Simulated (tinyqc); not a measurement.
What moves the results: exciton in a hard-walled quantum well (variational). A value that a table varies takes the place of the one given here.

Electron and hole in the lowest states cos(pi z/L) of a hard-walled well; relative motion in the plane exp(-rho/lam). E(lam) = c/(mu lam^2) - (q/eps) <1/r>, <1/r> = integral over k from 0 to infinity of F(kL) (1 + (k lam/2)^2)^(-3/2), F(x) = [3x + 8 pi^2/x - 32 pi^4 (1 - exp(-x))/(x^2 (x^2 + 4 pi^2))]/(x^2 + 4 pi^2); c = hbar^2/2m0, q = e^2/(4 pi eps0). E is counted from the subband edge.

Constants: hbar^2/2m0 = 3.80998211 eV angstrom^2; e^2/(4 pi eps0) = 14.39964547 eV angstrom; Ry = 13.60569312 eV.

Parameters, chosen for this exercise (near those of ZnSe; the results hold for these values, not for the real material): xs = (0.032, 0.25, 0.85, 1.3, 5.5, 16, 57, 72) ((E - Eg)/Ry*); eps = 9.1 (dielectric constant); Ls = (5, 12, 24, 46, 88, 121, 282) angstrom (widths); me = 0.156 m0 (electron mass); mh = 0.415 m0 (hole mass); L = 20 angstrom (well width).

## Coulomb enhancement above the gap (Wannier exciton and Elliott formula)

Ry* = 18.6284 meV

With x = (E - Eg)/Ry* and y = pi/sqrt(x): S3 = y exp(y)/sinh(y), and S2 = exp(y)/cosh(y). Free-pair absorption goes as sqrt(x) in three dimensions and is constant in two.

Factors:
```
x      E - Eg (meV)  sqrt(x)      S3  S3 sqrt(x)     S2
0.032          0.60    0.179  35.124       6.283  2.000
0.25           4.66    0.500  12.566       6.283  2.000
0.85          15.83    0.922   6.823       6.290  1.998
1.3           24.22    1.140   5.533       6.309  1.992
5.5          102.46    2.345   2.877       6.746  1.872
16           298.05    4.000   1.983       7.932  1.656
57          1061.82    7.550   1.473      11.122  1.394
72          1341.24    8.485   1.416      12.011  1.354
```

In three dimensions the product tends to 2 pi = 6.283 at the edge (6.283 in the first row), so the square-root onset becomes a step. Even 1341 meV above the gap the enhancement is 1.42; it decays only as 1 + pi/sqrt(x) = 1.37. In two dimensions it never exceeds 2 and has fallen to 1.35. The last rows lie beyond the range of parabolic bands.

## Width of the well

mu = 0.113380 m0
a* = 42.472 angstrom

The minimum for each width. The strength per area goes as |phi(0)|^2 = 2/(pi lam^2), listed relative to the strict two-dimensional value.

Results:
```
L (angstrom)  L/a*  lam (angstrom)  binding (meV)  in Ry*  strength
5             0.12            24.4          64.15   3.443     0.755
12            0.28            27.7          55.52   2.981     0.587
24            0.57            32.0          46.57   2.500     0.439
46            1.08            38.2          37.34   2.004     0.310
88            2.07            47.0          28.37   1.523     0.204
121           2.85            52.6          24.33   1.306     0.163
282           6.64            73.2          15.32   0.822     0.084
```

The binding falls from 3.44 to 0.82 Ry*. It drops below the bulk value Ry* between 121 and 282 angstrom, which is a failure of the trial function: it has no correlation along z, so it cannot reach the bulk limit. Even at L = 0.12 a* only 86 % of the two-dimensional limit is reached. With finite barriers the binding would peak at some width and fall again as the carriers leak out.

## What each parameter does

1/mu = 1/me + 1/mh, Ry* = Ry mu/eps^2; the minimum over lam. Each row changes one parameter from the base and keeps the others.

Results:
```
case             binding (meV)  lam (angstrom)  binding/Ry*
base                     49.06            30.7        2.633
me = 0.133 m0            44.98            33.7        2.718
mh = 0.581 m0            52.02            28.8        2.574
eps = 8.19               58.80            28.3        2.557
L = 14 angstrom          53.67            28.5        2.881
```

The largest shifts from the base row, up to three for each result and ties (the steps differ in size, so this ranks the rows, not the parameters). binding (meV): eps +9.74, L +4.61, me -4.08. lam (angstrom): me +3.0, eps -2.4, L -2.2. binding/Ry*: L +0.247, me +0.084, eps -0.077.

Run: tinyqc, `OMP_NUM_THREADS=1 python tinyqc.py 1281085 1281086 out.jsonl`; Intel(R) Xeon(R) Processor @ 2.30GHz, one thread, shared host; about 0.01 s of CPU time with all checks.
